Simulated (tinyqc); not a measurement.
# Inversion-layer mobility, back-scattering and ballistic limit of a field-effect transistor, step by step

A worked calculation. Computed by tinyqc, a small Python program that keeps every step. Command: `OMP_NUM_THREADS=1 python tinyqc.py 3025090 3025091 out.jsonl mos walk`. One thread of a shared host (Intel(R) Xeon(R) Processor @ 2.30GHz), about 0.01 s of CPU time with the checks. Intermediate numbers are printed to about 5 digits and carried at full precision; extremes and crossings named in words are read from the listed rows.

The charge at the top of the source barrier is fixed by the gate; series resistance and short-channel effects are left out. F_j are Fermi integrals normalised to exp(eta) in the classical limit.

Inputs (values chosen for the exercise, modelled on a silicon p-channel):
```
quantity                                       value        unit
transport mass m                                0.29         m_0
valley degeneracy g_v                              1           -
weight w of the inversion charge               0.333           -
permittivity eps                                11.7           -
phonon mobility at 1 MV/cm and 300 K, mu_ph       97  cm^2/(V s)
roughness mobility at 1 MV/cm, mu_sr             160  cm^2/(V s)
Coulomb mobility at N_inv = 1e12/cm^2, mu_C      310  cm^2/(V s)
electrical oxide thickness t_inv                 1.9          nm
depletion charge N_dep                       2.3e+12      1/cm^2
gate overdrive V_G - V_T                        0.05           V
drain voltage V_D                                  1           V
channel length L                                  82          nm
exponent a of the critical length               0.76           -
temperature T                                    300           K
```

Statistics at the top of the barrier: non-degenerate.

Constants: eps_0 = 8.8541878128e-12 F/m; e = 1.602176634e-19 C; m_0 = 9.1093837015e-31 kg; k_B = 1.380649e-23 J/K; hbar = 1.054571817e-34 J s; k_B = 8.617333262e-05 eV/K.

## Charge and field

N_inv = 3.9 eps_0 (V_G - V_T)/(e t_inv); effective field E_eff = e (N_dep + w N_inv)/(eps eps_0).

inversion density N_inv = 5.6718e+11 1/cm^2

effective field E_eff = 0.38493 MV/cm

## Effective mobility

mu_phonon = mu_ph (E_eff/1 MV/cm)^(-0.3) (T/300 K)^(-1.75); mu_rough = mu_sr (E_eff/1 MV/cm)^(-2); mu_Coulomb = mu_C (N_inv/1e12 cm^-2) (T/300 K); Matthiessen's rule adds 1/mu.

phonon part = 129.17 cm^2/(V s)

roughness part = 1079.9 cm^2/(V s)

Coulomb part = 175.83 cm^2/(V s)

effective mobility mu = 69.661 cm^2/(V s)

The phonon part is the lowest and holds 54 % of 1/mu.

## Ballistic limit

Non-degenerate: every F_j(eta) is replaced by exp(eta). Ballistic channel: N_2D = g_v m k_B T/(pi hbar^2), U = e V_D/(k_B T); eta_F solves N_inv = (N_2D/2)[F_0(eta_F) + F_0(eta_F - U)]; v_T = sqrt(2 k_B T/(pi m)); I/W = e (N_2D/2) v_T [F_1/2(eta_F) - F_1/2(eta_F - U)]; injection velocity v_T F_1/2(eta_F)/F_0(eta_F).

N_2D = 3.1318e+12 1/cm^2

eta_F = -1.0155

thermal velocity v_T = 0.99908 1e7 cm/s

injection velocity = 0.99908 1e7 cm/s

ballistic current I/W = 90.788 microampere/micrometre

## Back-scattering

Mean free path lambda = (2 k_B T/e)(mu/v_T) F_0(eta_0)/F_-1/2(eta_0), with eta_0 from N_inv = N_2D F_0(eta_0); critical length l = L (1 + U)^(-a), an empirical rule; back-scattering r = l/(l + lambda). Then eta solves N_inv = (N_2D/2)[(1 + r) F_0(eta) + (1 - r) F_0(eta - U)] and I/W = e (N_2D/2) v_T (1 - r)[F_1/2(eta) - F_1/2(eta - U)]. Ballistic ratio: I over the ballistic current. Apparent mobility 1/(1/mu + 1/mu_B), mu_B = mu L/lambda.

eta_0 = -1.7087

mean free path lambda = 3.6051 nm

critical length l = 4.9990 nm

back-scattering coefficient r = 0.58101

current I/W = 24.060 microampere/micrometre

ballistic ratio = 0.26502

apparent low-field mobility = 66.727 cm^2/(V s)

L/lambda = 22.75, but at this drain voltage only the first 5.00 nm can return a carrier to the source, so the device works at 27 % of its ballistic limit. Caution: the current exceeds the long-channel drift law, so the empirical rule for l, meant for short channels, is too generous here.

## Channel length

The last column is the long-channel law e N_inv mu V/L with V = V_D - V_D^2/(2 V_ov) below pinch-off and V_ov/2 above, V_ov = V_G - V_T.

Currents (microampere/micrometre):
```
L (nm)        r     I/W  ballistic ratio  long-channel law
5       0.07796  77.656          0.85535            31.651
10      0.14465  67.843          0.74727            15.825
20      0.25273  54.156          0.59651             7.913
40      0.40349  38.586          0.42502             3.956
80      0.57498  24.500          0.26986             1.978
160     0.73014  14.160          0.15597             0.989
400     0.87120   6.249          0.06883             0.396
1000    0.94417   2.607          0.02872             0.158
```

The current scales as L^-0.95 at the long end and as L^-0.19 at the short end, where it reaches 86 % of the ballistic 90.8. At 1000 nm the model gives 16.48 times the long-channel law; the rule for l is a fit for short devices and fails wherever the model exceeds that law. Raising mu by 10 % at 20 nm raises I by 3.8 %.

## The mobility curve

The formulas are those given above.

Mobilities (cm^2/(V s)):
```
V_G - V_T (V)  N_inv (1/cm^2)  E_eff (MV/cm)  phonon  roughness  Coulomb   total
0.03               3.4031e+11         0.3732  130.37     1148.5    105.5  55.493
0.06               6.8061e+11         0.3908  128.59     1047.8    211.0  74.235
0.12               1.3612e+12         0.4258  125.32      882.4    422.0  87.086
0.20               2.2687e+12         0.4726  121.46      716.5    703.3  90.492
0.35               3.9702e+12         0.5602  115.42      509.9   1230.8  87.428
0.50               5.6718e+12         0.6478  110.49      381.2   1758.3  81.686
0.75               8.5077e+12         0.7939  103.96      253.9   2637.4  71.748
1.00               1.1344e+13         0.9399   98.82      181.1   3516.5  62.793
1.50               1.7015e+13         1.2320   91.11      105.4   5274.8  48.422
```

The lowest part is Coulomb at 0.0300, phonon from 0.0600 to 1.50 V. The total peaks at 90 near E_eff = 0.47 MV/cm: screening lifts it at low density and the field presses it down at high density.

Checks made by the program: long channel and small V_D against the drift formula e N mu V_D/L (relative difference 1e-04).
